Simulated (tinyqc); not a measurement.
Microkinetic model of a Langmuir-Hinshelwood surface reaction A + (1/2) B2 = AB with Bronsted-Evans-Polanyi barriers. From theta_A back to adsorption energy of A, E_A. Computed by tinyqc, a small Python program. Command: `OMP_NUM_THREADS=1 python tinyqc.py 3017973 3017974 out.jsonl microkin inv`. One thread of a shared host (Intel(R) Xeon(R) Processor @ 2.30GHz), about 0.02 s of CPU time with the checks.

A adsorbs in equilibrium; B2 dissociates irreversibly on two free sites; adsorbed A and B react irreversibly and AB leaves at once. theta_A + theta_B + theta_* = 1.

Inputs (values chosen for the exercise, for a model catalyst):
```
quantity                               value   unit
adsorption energy per B atom, E_B     -0.688     eV
entropy loss of A, S_A                   1.3  meV/K
entropy loss of B2, S_B                  1.8  meV/K
slope a1 of the dissociation barrier    0.56      -
intercept b1                             1.1     eV
slope a2 of the reaction barrier        0.34      -
intercept b2                             0.1     eV
pressure p_A                           0.025    bar
pressure p_B                            0.11    bar
temperature T                            800      K
```

Constants: k_B = 8.617333262e-05 eV/K; hbar = 6.582119569e-16 eV s.

Method. K_A = exp(-(E_A + T S_A)/(k_B T)) per bar; barriers E1 = max(b1 + a1 2 E_B, 0), E2 = b2 - a2 (E_A + E_B); k1 = (k_B T/h) exp(-S_B/k_B) exp(-E1/(k_B T)) per bar, k2 = (k_B T/h) exp(-E2/(k_B T)), h = 2 pi hbar. theta_A = K_A p_A theta_*; 2 k1 p_B theta_*^2 = k2 theta_A theta_B, so theta_B = w theta_* with w = 2 k1 p_B/(k2 K_A p_A); theta_* = 1/(1 + K_A p_A + w); rate r = k2 theta_A theta_B.

Task: A run gave the result below. Find the adsorption energy of A, E_A, known to lie between -1.3 and -0.59 eV.

theta_A = 0.03468191

Result:

Each step takes the trial c = (a f_b - b f_a)/(f_b - f_a), f being the result less the target; c replaces end b, the old b replaces a if the sign of f changed, and otherwise f_a is halved.

Scan of the range:
```
adsorption energy of A, E_A (eV)      theta_A
-1.300                            5.20635e-01
-1.180                            1.60019e-01
-1.060                            3.23340e-02
-0.945                            6.26234e-03
-0.827                            1.13658e-03
-0.708                            2.02456e-04
-0.590                            3.65599e-05
```

False position (Illinois rule) inside the bracket:
```
step     end a     end b     trial    theta_A
1     -1.18000  -1.06000  -1.06221  0.0333506
2     -1.18000  -1.06221  -1.06466  0.0345157
3     -1.18000  -1.06466  -1.06527  0.0348111
4     -1.06466  -1.06527  -1.06500  0.0346816
5     -1.06527  -1.06500  -1.06500  0.0346819
6     -1.06527  -1.06500  -1.06500  0.0346819
7     -1.06500  -1.06500  -1.06500  0.0346819
```

theta_A falls at every point of a 13-point scan of the range (every second point is shown), so one value fits; it is bracketed by -1.18 and -1.06. Answer: adsorption energy of A, E_A = -1.065 eV.
